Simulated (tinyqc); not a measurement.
Interface traps by the conductance method, a continuum of levels: one step of the calculation.

MOS capacitor on an n-type substrate; psi is the band bending, negative in depletion; only majority carriers are counted. The traps exchange electrons with the conduction band; their admittance lies in parallel with Cd, and that pair in series with Cox and Rs. w = 2 pi f.

Task. Parallel conductance and capacitance. With x = w tau: Gp/w = Cit ln(1 + x^2)/(2 x), Cp = Cd + Cit arctan(x)/x.

Inputs (values chosen for the exercise): signal frequency f = 3.4e6 Hz.

Cd = 130.64773 nF/cm^2
tau = 6.4666995e-8 s
Cit = 272.37003 nF/cm^2

Give: x; Gp/w; Cp.

Result.

x = 1.381
Gp/w = 105.2 nF/cm^2
Cp = 316.8 nF/cm^2

The peak of Gp/w lies at x = 1.98 with the height 0.402 Cit; this frequency gives 0.386 Cit.

Range of the model: In a narrow-gap semiconductor minority carriers respond as well once the bending nears the inversion point; they are left out.

Numbers from tinyqc (`OMP_NUM_THREADS=1 python tinyqc.py 2030031 2030032 out.jsonl`; about 0.01 s on one thread of a shared Intel Xeon 2.30GHz).
